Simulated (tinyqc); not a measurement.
MOSFET with velocity saturation and source resistance: one step of the calculation.

Strong inversion, charge Q = Cox (Vg - m V) at channel potential V with Vg the gate overdrive, and drift velocity v = mu E/(1 + mu E/vsat). Integrating along the channel gives I = mu Cox (1/L)(Vg Vd - m Vd^2/2)/(1 + Vd/Vc) per width, Vc = vsat L/mu, which peaks at Vdsat. Units: I in uA/um, Rs in ohm um, so the drop over Rs is 1e-6 I Rs volts.

Question. Saturation without source resistance. Vg = Vgs - VT (0 if negative), mu = mu0/(1 + th Vg), Vc = vsat L/mu, x = sqrt(1 + 2 Vg/(m Vc)), Vdsat = 2 Vg/(m (1 + x)), Isat = Cox vsat Vg (x - 1)/(x + 1) per width. Long-channel limit: mu Cox Vg^2/(2 m L); short-channel limit: Cox vsat Vg.

Inputs (values chosen for the exercise): gate capacitance Cox = 0.86 uF/cm^2; mobility at low gate voltage mu0 = 420 cm^2/(V s); mobility degradation th = 0.4 1/V; saturation velocity vsat = 9.8e6 cm/s; body factor m = 1.27; threshold VT = 0.4 V; channel length L = 0.05 um; gate voltage Vgs = 1.2 V.

Wanted: Vg; mu; Vc; Vdsat; Isat; long-channel limit; short-channel limit.

Answer.

Vg = 0.8000 V
mu = 318.2 cm^2/(V s)
Vc = 0.1540 V
Vdsat = 0.3126 V
Isat = 339.6 uA/um
long-channel limit = 1379 uA/um
short-channel limit = 674.2 uA/um

Range of the model: At this length velocity overshoot and near-ballistic transport, left out here, matter.

Computed by the program tinyqc: `OMP_NUM_THREADS=1 python tinyqc.py 2500027 2500028 out.jsonl`, one thread of a shared Intel Xeon 2.30GHz, about 0.01 s for the whole run.
